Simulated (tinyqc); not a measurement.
Force balance against energy balance: elastic strain and critical thickness of a cubic alloy layer A(1-x)B(x) on a thick substrate. Computed by tinyqc, a small Python program. Command: `OMP_NUM_THREADS=1 python tinyqc.py 3007998 3007999 out.jsonl misfit walk`. One thread of a shared host (Intel(R) Xeon(R) Processor @ 2.30GHz), about 0.01 s of CPU time with the checks.

Strain is positive in tension. The layer is coherent with the substrate unless said otherwise.

Inputs (values chosen for the exercise, for a model alloy):
```
quantity                        value      unit
fraction x of B                  0.68         -
lattice constant a_A            5.869  angstrom
lattice constant a_B            6.058  angstrom
substrate lattice constant a_S   5.87  angstrom
```

Growth plane: (001). Layer: uncapped. Misfit dislocation: 60-degree.

C11, C12, C44 of A (GPa): 96.38  61.92  46.19

C11, C12, C44 of B (GPa): 80.88  40.1  35.21

Method:
- a = (1 - x) a_A + x a_B, the same rule for each C_ij; misfit f = (a_S - a)/a, the in-plane strain of the coherent layer.
- Voigt averages: G = (C11 - C12 + 3 C44)/5, B = (C11 + 2 C12)/3, nu = (3 B - 2 G)/(2 (3 B + G)); b = a/sqrt(2). The 60-degree dislocation has cos alpha = 1/2, and cos lambda = 1/2 on (001).
- Matthews-Blakeslee: h_c = A [ln(h_c/b) + 1], A = b (1 - nu cos^2 alpha)/(8 pi |f| (1 + nu) cos lambda), the factor 8 pi being that of an uncapped layer.
- People-Bean: h_c = P ln(h_c/b), P = (1 - nu)/(1 + nu) b^2/(16 pi sqrt(2) a f^2). The misfit is scaled by 0.25, 0.4, 0.6, 1, 1.5, 2.2 at fixed a, b and nu; the upper root is taken, and rows with A < 1.3 b or P < 3 b, where the roots shrink to the core size or vanish, are left out.

misfit f = -0.0212621

prefactor A = 1.15357 nm

Poisson ratio nu = 0.279713

Burgers vector b = 0.424089 nm

free lattice constant a = 5.99752 angstrom

Critical thickness:
```
|f| (%)  Matthews-Blakeslee (nm)  People-Bean (nm)   ratio
0.5316                    23.051            611.20  26.516
0.8505                    12.684            202.49  15.964
1.2757                     7.427             75.63  10.183
2.1262                     3.630             20.32   5.598
3.1893                     1.937              6.30   3.251
```

What does the comparison show, and why?

The exponents d ln h_c/d ln f are -1.27 and -2.35 between the first rows, steeper than the -1 and -2 of the prefactors because of the logarithm. The ratio falls from 26.5 to 3.25 as the misfit grows. Where People-Bean lies above, a layer between the lines is metastable: dislocations would lower the energy but have to be nucleated. Above about 2 % misfit islands may come first.
